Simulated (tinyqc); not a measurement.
Admittance spectroscopy and thermally stimulated current of one trap level in a depletion layer: one step, computed by the program tinyqc. Command: `OMP_NUM_THREADS=1 python tinyqc.py 3110833 3110834 out.jsonl admit walk`. One thread of a shared host (Intel(R) Xeon(R) Processor @ 2.30GHz), about 0.01 s of CPU time with the checks.

A Schottky junction on n-type material holds one donor-like electron trap; shallow donors are fully ionised and abrupt depletion edges are assumed.

Problem. Temperature of the peak. N_c = 2 (2 pi m k_B T/h^2)^(3/2), v_th = sqrt(3 k_B T/m), emission rate e_n = sigma v_th N_c exp(-E_t/(k_B T)). Where the level crosses the Fermi level capture equals emission, so the trap follows the signal with the rate 2 e_n; G/omega peaks at omega = 2 e_n (the correction for large N_t/N is left out). Solve 2 e_n(T_p) = 2 pi f.

Inputs (values chosen for the exercise, modelled on n-type germanium):
```
quantity                         value    unit
density-of-states mass m         0.562     m_0
shallow doping N                 6e+16  1/cm^3
trap depth E_t below the band    0.261      eV
capture cross section sigma    7.6e-17    cm^2
test frequency f                  4000      Hz
```

Constants: k_B = 1.380649e-23 J/K; m_0 = 9.1093837015e-31 kg; h = 6.62607015e-34 J s; k_B = 8.617333262e-05 eV/K.

Give: peak temperature T_p; N_c at T_p; e_n at T_p; E_c - E_F = k_B T_p ln(N_c/N).

Solution.

peak temperature T_p = 228.32 K

N_c at T_p = 7.0195e+18 1/cm^3

e_n at T_p = 12566 1/s

E_c - E_F = k_B T_p ln(N_c/N) = 0.093694 eV
